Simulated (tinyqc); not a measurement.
Schottky diode by the thermionic emission-diffusion theory: two steps of the calculation.

Metal on an n-type semiconductor with one parabolic valley; V > 0 is forward bias (metal positive). The band bends as a parabola over the depletion layer, by Vd = Vbi - V; no image force. Carriers drift and diffuse up to the interface and leave it with the velocity vR.

Inputs (values chosen for the exercise); band and dielectric values those of a made-up semiconductor:

| symbol | value | unit | meaning |
|---|---|---|---|
| T | 300 | K | temperature |
| eps_r | 10.9 |  | relative permittivity |
| mun | 980 | cm^2/(V s) | electron mobility |
| phi | 1.27 | eV | barrier height seen from the metal |
| Nd | 3.5e16 | cm^-3 | donor density |
| V | 0.26 | V | bias |

Constants: q = 1.602176634e-19 C, kB = 1.380649e-23 J/K, Vt = kB T/q, eps0 = 8.8541878128e-14 F/cm where lengths are in cm. Results are converted to the units shown.

Question 1. Diffusion velocity. LD = sqrt(eps0 eps_r Vt/(q Nd)), a = sqrt((Vbi - V)/Vt), D(a) = exp(-a^2) int_0^a exp(s^2) ds (Dawson), vD = mun Vt/(sqrt(2) LD D(a)). For large a, vD tends to mun times the surface field sqrt(2 q Nd (Vbi - V)/(eps0 eps_r)).

Vbi = 1.1598092 V

Wanted: LD; a; D(a); vD; mun times the surface field.

Answer 1.

LD = 21.093 nm
a = 5.8997
D(a) = 0.086025
vD = 9.8727e7 cm/s
mun times the surface field = 1.0021e8 cm/s

Question 2. Current density. J = q Nc [vR vD/(vR + vD)] exp(-phi/Vt) [exp(V/Vt) - 1]. The quasi-Fermi level drops by Vt ln[(vR + vD)/(vD + vR exp(-V/Vt))] over the layer.

Nc = 2.4842350e18 cm^-3
vR = 5.8151504e6 cm/s
vD = 9.8727310e7 cm/s

Find: effective velocity; J; J over the pure emission value; drop of the quasi-Fermi level over the layer.

Answer 2.

effective velocity = 5.492e6 cm/s
J = 2.357e-11 A/cm^2
J over the pure emission value = 0.9444
drop of the quasi-Fermi level over the layer = 1.479 meV

Emission limits the current: vD is more than five times vR.

Computed by the program tinyqc: `OMP_NUM_THREADS=1 python tinyqc.py 2640172 2640173 out.jsonl`, one thread of a shared Intel Xeon 2.30GHz, about 0.01 s for the whole run.
